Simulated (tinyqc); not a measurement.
Inside a calculation. Model: tunnelling through a gate dielectric, WKB transmission and Tsu-Esaki current.

Computed by the program tinyqc: `OMP_NUM_THREADS=1 python tinyqc.py 2540105 2540106 out.jsonl`, one thread of a shared Intel Xeon 2.30GHz, about 0.02 s for the whole run. Printed values are rounded.

Electrons leave the emitter at x = 0. Energies E (motion across the layers) are in eV from the emitter Fermi level; the collector Fermi level lies at -V and offers states at every E. No charge in the dielectric and no image force: F1 = V/t1, U = phi1 - F1 x. With C = hbar^2/(2 m0), kappa = sqrt(m (U - E)/C) where U > E and 0 elsewhere; T(E) = exp(-S), S = 2 times the integral of kappa over x.

Parameters, values chosen for the exercise; dielectric values close to those of silicon dioxide: temperature T = 350 K; Fermi energy of the emitter above its band bottom Ef = 0.4 eV; emitter mass in the supply function me = 1 m0; barrier of layer 1 above the emitter Fermi level at zero bias phi1 = 3.18 eV; tunnelling mass of layer 1 m1 = 0.5 m0; thickness of layer 1 t1 = 5.1 nm; voltage across the dielectric V = 5.9 V; energy of the electron followed E = 0 eV; cells in each layer nc = 6; lower end of the energy grid Ea = -0.4 eV; upper end of the energy grid Eb = 0.41 eV; points of the energy grid nE = 11.

Constants: q = 1.602176634e-19 C, kB = 1.380649e-23 J/K, hbar = 1.054571817e-34 J s, m0 = 9.1093837015e-31 kg, Vt = kB T/q, hbar^2/(2 m0) = 0.0380998212 eV nm^2. Results are converted to the units shown.

Range of the model: The field of 11.6 MV/cm is more than most gate dielectrics sustain; the model ignores breakdown.

## Fields and band edges

F1 = V/t1, U = phi1 - F1 x.

F1 = 11.5686 MV/cm
U at x = t1 = -2.72 eV

## WKB exponent by the midpoint rule

Cut each layer into nc equal cells, take U and kappa at the cell centres, and sum S = 2 sum kappa h.

x, cell 0 to 5 (nm): [0.42500, 1.27500, 2.12500, 2.97500, 3.82500, 4.67500]
U, cell 0 to 5 (eV): [2.68833, 1.70500, 0.72167, -0.26167, -1.24500, -2.22833]
kappa, cell 0 to 5 (1/nm): [5.93971, 4.73027, 3.07746, 0.00000, 0.00000, 0.00000]
S = 23.3706
T(E) = 7.08374e-11

## WKB exponent in closed form

Each layer adds (2/F) sqrt(m/C) [G(u at its left edge) - G(u at its right edge)] to S, with u = U - E (0 where negative) and G(u) = (2/3) u^1.5. The slope follows from 1/d = -dS/dE.

S = 23.6767
T(E) = 5.21604e-11
energy d over which T(E) grows by a factor e = 0.089540 eV

The midpoint rule gives S = 23.371, so its T(E) is 36 % above this value. The band edge of layer 1 drops below E inside the layer: the barrier there is triangular (the Fowler-Nordheim case).

## Current density on a coarse energy grid

J = J0 times the integral of T(E) N(E) dE, N = ln[(1 + exp(-E/Vt))/(1 + exp((-E - V)/Vt))], J0 = q^2 me m0 kB T/(2 pi^2 hbar^3) (times 1e-4 for A/cm^2 per eV), by Simpson's rule on nE equally spaced points from Ea to Eb.

E, point 0 to 10 (eV): [-0.400000, -0.319000, -0.238000, -0.157000, -0.076000, 0.005000, 0.086000, 0.167000, 0.248000, 0.329000, 0.410000]
T(E), point 0 to 10: [5.21710e-13, 1.35492e-12, 3.48041e-12, 8.84137e-12, 2.22087e-11, 5.51548e-11, 1.35405e-10, 3.28559e-10, 7.87865e-10, 1.86672e-9, 4.36939e-9]
N, point 0 to 10: [13.2623, 10.5767, 7.89145, 5.21093, 2.59724, 0.613689, 0.0561569, 0.00393054, 2.68472e-4, 1.83065e-5, 1.24813e-6]
T(E) N, point 0 to 10: [6.91907e-12, 1.43306e-11, 2.74655e-11, 4.60717e-11, 5.76813e-11, 3.38479e-11, 7.60393e-12, 1.29141e-12, 2.11520e-13, 3.41730e-14, 5.45357e-15]
J0 = 4.88093e8 A/(cm^2 eV)
J = 0.00757966 A/cm^2

The integrand peaks at E = -0.0760 eV among these points. A converged quadrature from -Ef to above the barrier gives 0.007610 A/cm^2; this grid is 0.40 % below that.
